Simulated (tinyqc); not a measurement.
Rapid thermal processing of a wafer: radiative balance, ramp and cooling, pattern effects, pyrometer error and spike budget. Which input was changed? Computed by tinyqc, a small Python program. Command: `OMP_NUM_THREADS=1 python tinyqc.py 3112501 3112502 out.jsonl rtp which`. One thread of a shared host (Intel(R) Xeon(R) Processor @ 2.30GHz), about 0.1 s of CPU time with the checks.

The wafer is opaque and uniform through its thickness unless said otherwise; temperatures in formulas are in kelvin (C + 273.15). sigma = 5.670374419e-12 W/(cm^2 K^4).

Inputs (values chosen for the exercise, modelled on a hot silicon wafer):

| quantity | value | unit |
|---|---|---|
| wafer thickness d | 525 | micrometre |
| heat capacity per volume C | 2.24 | J/(cm^3 K) |
| thermal conductivity k | 0.25 | W/(cm K) |
| emissivity eps of each face | 0.71 | - |
| reflectivity of the chamber walls r | 0.35 | - |
| gas heat-transfer coefficient h, both faces together | 2.2 | mW/(cm^2 K) |
| wall temperature T_w | 500 | K |
| process temperature | 1090 | C |
| ramp rate | 110 | K/s |
| relative change of absorptivity over a pattern | 11 | % |
| period of the pattern | 6 | mm |
| pyrometer wavelength | 0.95 | micrometre |
| error of the assumed emissivity | 3.9 | % |
| activation energy of the process E_a | 2 | eV |

Constants: k_B = 8.617333262e-05 eV/K; h = 6.62607015e-34 J s; c = 299792458 m/s; k_B = 1.380649e-23 J/K.

Method:
- Effective emissivity between parallel grey plates: eps_eff = 1/(1/eps + 1/(1 - r) - 1). Loss per area q(T) = 2 eps_eff sigma (T^4 - T_w^4) + h (T - T_w).
- Absorbed power during a ramp = q(T) + C d x ramp rate; thermal time constant tau = C d/(dq/dT), dq/dT = 8 eps_eff sigma T^3 + h; natural cooling rate q/(C d); front-to-back difference under one-sided heating at the end of the ramp = (absorbed power) d/(2 k).
- At steady state a sinusoidal change of absorbed power of relative amplitude a and period p gives the temperature amplitude a q/(dq/dT + k d (2 pi/p)^2); healing length l = sqrt(k d/(dq/dT)); process change = E_a dT/(k_B T^2). Emissivity is taken as unchanged.
- Signal proportional to eps/(exp(c2/(lambda T)) - 1), c2 = h c/k_B. If the assumed emissivity is too high by the given error, the reading T' solves (1 + error)/(exp(c2/(lambda T')) - 1) = 1/(exp(c2/(lambda T)) - 1). Wien estimate: T' - T = -lambda T^2 ln(1 + error)/c2. Process rates go as exp(-E_a/(k_B T)).

Task: One of these inputs alone was changed, within the range given: wafer thickness d (262.5 to 1050); activation energy of the process E_a (1 to 4); thermal conductivity k (0.125 to 0.5); pyrometer wavelength (0.475 to 1.9). Which one, and to what value?

Results:

| run | amplitude (K) | time constant tau (s) | reading less true temperature (K) |
|---|---|---|---|
| before | 1.586920 | 1.920996 | -4.677874 |
| after | 1.362183 | 1.920996 | -4.677874 |

Result:

Each candidate set to reproduce amplitude, and what it then gives:

| candidate | range searched | value needed | time constant tau (s) | reading less true temperature (K) |
|---|---|---|---|---|
| wafer thickness d (micrometre) | 262.5 to 1050 | 615.3 | 2.2514 | -4.6779 |
| activation energy of the process E_a (eV) | 1 to 4 | no effect | - | - |
| thermal conductivity k (W/(cm K)) | 0.125 to 0.5 | 0.2930 | 1.9210 | -4.6779 |
| pyrometer wavelength (micrometre) | 0.475 to 1.9 | no effect | - | - |

Only thermal conductivity k fits every result: it went from 0.25 to 0.293 W/(cm K). The next best candidate, wafer thickness d, misses one result by 17 %.
